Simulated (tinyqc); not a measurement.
# Inputs raised by 2 %, one at a time

Model: bottom-up copper filling of a trench by curvature-enhanced accelerator coverage. Computed by tinyqc, a small Python program. Command: `OMP_NUM_THREADS=1 python tinyqc.py 3026693 3026694 out.jsonl superfill sens`. One thread of a shared host (Intel(R) Xeon(R) Processor @ 2.30GHz), about 0.2 s of CPU time with the checks.

A rectangular trench keeps vertical walls and a flat floor. An accelerator floats on the surface; where area is lost in the corners it is passed on to the floor.

Inputs (values chosen for the exercise, close to those used for damascene copper plating):

| quantity | value | unit |
|---|---|---|
| trench width w | 140 | nm |
| aspect ratio h/w | 2.1 | - |
| exchange current of the suppressed surface i_0 | 0.04 | mA/cm^2 |
| exchange current of the accelerated surface i_1 | 3.1 | mA/cm^2 |
| transfer coefficient alpha | 0.48 | - |
| overpotential eta | 0.13 | V |
| starting coverage theta_0 | 0.0078 | - |
| adsorption rate k_a | 0 | 1/s |
| cupric ion concentration C | 0.85 | mol/l |
| diffusivity D | 5.4e-06 | cm^2/s |
| boundary layer delta | 49 | um |
| temperature T | 298 | K |

Constants: e = 1.602176634e-19 C; N_A = 6.02214076e+23 1/mol; k_B = 8.617333262e-05 eV/K.

Method. Kinetic current i_k = [i_0 (1 - theta) + i_1 theta] exp(alpha eta/(k_B T)), limit i_L = 2 F D C/delta, i = 1/(1/i_k + 1/i_L); velocity v = i Omega/(2F), Omega = 7.11 cm^3/mol, F = e N_A. Depletion inside the trench is ignored. Half width x, floor height y, depth h = aspect ratio x w. dx/dt = -v_s, dy/dt = v_b. d theta_b/dt = k_a (1 - theta_b) + [theta_s v_b + theta_b v_s]/x: the floor takes the accelerator of the wall it covers and keeps its own as it narrows. d theta_s/dt = k_a (1 - theta_s). theta_b is capped at 1. Integrate (tolerance 1e-9) until the walls meet (x = 0.02 w/2) or the floor passes the original mouth y = h. Start: x = w/2, y = 0, theta_b = theta_s = theta_0. Height filled = y/h, opening left = x/(w/2).

Runs:

| input moved | from | to | time at the end (s) | opening left, as a share of w | ratio v(1)/v(theta_0) | share of the height filled from the floor |
|---|---|---|---|---|---|---|
| base run | - | - | 256.16 | 0.025789 | 40.787 | 1 |
| trench width w (nm) | 140 | 142.8 | 261.29 | 0.025789 | 40.787 | 1 |
| aspect ratio h/w | 2.1 | 2.142 | 256.71 | 0.023730 | 40.787 | 1 |
| exchange current of the suppressed surface i_0 (mA/cm^2) | 0.04 | 0.0408 | 253.41 | 0.024341 | 40.289 | 1 |
| exchange current of the accelerated surface i_1 (mA/cm^2) | 3.1 | 3.162 | 253.91 | 0.027089 | 41.158 | 1 |
| overpotential eta (V) | 0.13 | 0.1326 | 244.15 | 0.025453 | 40.467 | 1 |
| starting coverage theta_0 | 0.0078 | 0.007956 | 253.98 | 0.026900 | 40.486 | 1 |
| cupric ion concentration C (mol/l) | 0.85 | 0.867 | 256.11 | 0.025921 | 40.915 | 1 |

Exponents ln(y'/y) / ln(x'/x):

| input | time at the end | opening left, as a share of w | ratio v(1)/v(theta_0) | share of the height filled from the floor |
|---|---|---|---|---|
| trench width w | 1.000 | 0.000 | 0.000 | 0 |
| aspect ratio h/w | 0.107 | -4.203 | 0.000 | 0 |
| exchange current of the suppressed surface i_0 | -0.546 | -2.919 | -0.621 | 0 |
| exchange current of the accelerated surface i_1 | -0.447 | 2.483 | 0.456 | 0 |
| overpotential eta | -2.427 | -0.662 | -0.398 | 0 |
| starting coverage theta_0 | -0.432 | 2.129 | -0.375 | 0 |
| cupric ion concentration C | -0.011 | 0.258 | 0.158 | 0 |

Which inputs matter most for each result?

Among the inputs moved here: time at the end answers most in size to overpotential eta (exponent -2.427), next to trench width w (+1.000). Its exponent +1.000 in trench width w: without adsorption the problem scales with w. Opening left, as a share of w answers most in size to aspect ratio h/w (exponent -4.203), next to exchange current of the suppressed surface i_0 (-2.919); its exponent is below 0.0005 for trench width w. Its exponent 0.000 in trench width w: without adsorption the shape does not depend on scale. Ratio v(1)/v(theta_0) answers most in size to exchange current of the suppressed surface i_0 (exponent -0.621), next to exchange current of the accelerated surface i_1 (+0.456); its exponent is below 0.0005 for trench width w, aspect ratio h/w. share of the height filled from the floor hardly depends on these (all exponents below 0.005).

Caution (all rows): real profiles develop slanted corners, and accelerator is consumed; both are left out.
